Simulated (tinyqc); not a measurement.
Inversion-layer mobility, back-scattering and ballistic limit of a field-effect transistor: one step, computed by the program tinyqc.

The charge at the top of the source barrier is fixed by the gate; series resistance and short-channel effects are left out. F_j are Fermi integrals normalised to exp(eta) in the classical limit.

Problem. Effective mobility. mu_phonon = mu_ph (E_eff/1 MV/cm)^(-0.3) (T/300 K)^(-1.75); mu_rough = mu_sr (E_eff/1 MV/cm)^(-2); mu_Coulomb = mu_C (N_inv/1e12 cm^-2) (T/300 K); Matthiessen's rule adds 1/mu.

Inputs (values chosen for the exercise, modelled on a germanium p-channel):
```
quantity                                     value        unit
phonon mobility at 1 MV/cm and 300 K, mu_ph    240  cm^2/(V s)
roughness mobility at 1 MV/cm, mu_sr           310  cm^2/(V s)
Coulomb mobility at N_inv = 1e12/cm^2, mu_C    490  cm^2/(V s)
temperature T                                  200           K
```

Statistics at the top of the barrier: Fermi-Dirac.

inversion density N_inv = 3.193002e+12 1/cm^2

effective field E_eff = 0.1971543 MV/cm

Give: phonon part; roughness part; Coulomb part; effective mobility mu.

Solution.

phonon part = 794.2 cm^2/(V s)

roughness part = 7975 cm^2/(V s)

Coulomb part = 1043 cm^2/(V s)

effective mobility mu = 426.8 cm^2/(V s)

The phonon part is the lowest and holds 54 % of 1/mu.
